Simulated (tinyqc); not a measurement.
Tunnelling through a gate dielectric, WKB transmission and Tsu-Esaki current: one step of the calculation.

Electrons leave the emitter at x = 0. Energies E (motion across the layers) are in eV from the emitter Fermi level; the collector Fermi level lies at -V and offers states at every E. No charge in the dielectric and no image force: F1 = V/t1, U = phi1 - F1 x. With C = hbar^2/(2 m0), kappa = sqrt(m (U - E)/C) where U > E and 0 elsewhere; T(E) = exp(-S), S = 2 times the integral of kappa over x.

Question. WKB exponent in closed form. Each layer adds (2/F) sqrt(m/C) [G(u at its left edge) - G(u at its right edge)] to S, with u = U - E (0 where negative) and G(u) = (2/3) u^1.5. The slope follows from 1/d = -dS/dE.

Values chosen for this exercise; dielectric values close to those of silicon dioxide:
- phi1 = 3.11 eV (barrier of layer 1 above the emitter Fermi level at zero bias)
- m1 = 0.49 m0 (tunnelling mass of layer 1)
- t1 = 6.5 nm (thickness of layer 1)
- V = 5.5 V (voltage across the dielectric)
- E = 0 eV (energy of the electron followed)

Constants: q = 1.602176634e-19 C, hbar = 1.054571817e-34 J s, m0 = 9.1093837015e-31 kg, hbar^2/(2 m0) = 0.0380998212 eV nm^2. Results are converted to the units shown.

Find: S; T(E); energy d over which T(E) grows by a factor e.

Answer.

S = 30.993
T(E) = 3.4659e-14
energy d over which T(E) grows by a factor e = 0.066896 eV

The midpoint rule gives S = 31.359, so its T(E) is 31 % below this value. The band edge of layer 1 drops below E inside the layer: the barrier there is triangular (the Fowler-Nordheim case).

Computed by the program tinyqc: `OMP_NUM_THREADS=1 python tinyqc.py 2540018 2540019 out.jsonl`, one thread of a shared Intel Xeon 2.30GHz, about 0.02 s for the whole run.
